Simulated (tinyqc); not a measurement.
The same inclusion in several hosts: polytypes by hexagonality, and a cubic inclusion as a quantum well.

Gap: E3 + (Es - E3) h/hs for h up to hs, then linear from Es to E2 at h = 1. Valence top Ev2 h and polarisation P2 h, both counted from 3C; Ec = Ev + gap.

Constants: hbar^2/2m0 = 3.80998211 eV angstrom^2.

Values chosen for the exercise (of the order of those of SiC; not measured data): E3 = 2.396 eV (gap of the cubic polytype); E2 = 3.332 eV (gap of 2H); Ev2 = 0.114 eV (valence top of 2H above that of 3C); P2 = -0.047 C/m^2 (spontaneous polarisation of 2H); Es = 3.277 eV (gap at the hexagonality hs); hs = 0.5 (hexagonality up to which the first line holds); m = (0.288, 0.329) m0 (electron mass along c in the cubic layer and in the host); d = 2.527 angstrom (thickness of a double layer); eps = 9.8 (dielectric constant); N = 2 (double layers in the cubic inclusion).

h from the stacking: 8H 1/4, 6H 1/3, 15R 2/5, 4H 1/2, 9R 2/3, 2H 1. V = Ec(host) - Ec(3C); square-well level from k tan(k L/2) = (m_w/m_b) q, k = sqrt(m_w E/c), q = sqrt(m_b (V - E)/c), L = N d; |F| = |P|/(eps eps0), eps0 = 8.8541878e-12 F/m.

Results:
```
host      h  gap (eV)  V (eV)  depth (eV)  |F| (MV/cm)
8H    0.250     2.837   0.469       0.090         1.35
6H    0.333     2.983   0.625       0.148         1.81
15R   0.400     3.101   0.750       0.201         2.17
4H    0.500     3.277   0.938       0.290         2.71
9R    0.667     3.295   0.975       0.309         3.61
2H    1.000     3.332   1.050       0.348         5.42
```

What does the comparison show?

From 8H to 4H the well deepens by a factor of 2.00 and the bound level by 3.22, between the limits of a wide well (as V) and a thin one (as V^2); in 4H the level keeps 31 % of V; from 4H to 2H the gap gains only 55 meV while the field doubles. The depths leave the field out, although its drop |F| L reaches 274 meV in 2H.

tinyqc: `OMP_NUM_THREADS=1 python tinyqc.py 1880505 1880506 out.jsonl`; about 0.05 s, one thread, shared Intel(R) Xeon(R) Processor @ 2.30GHz.
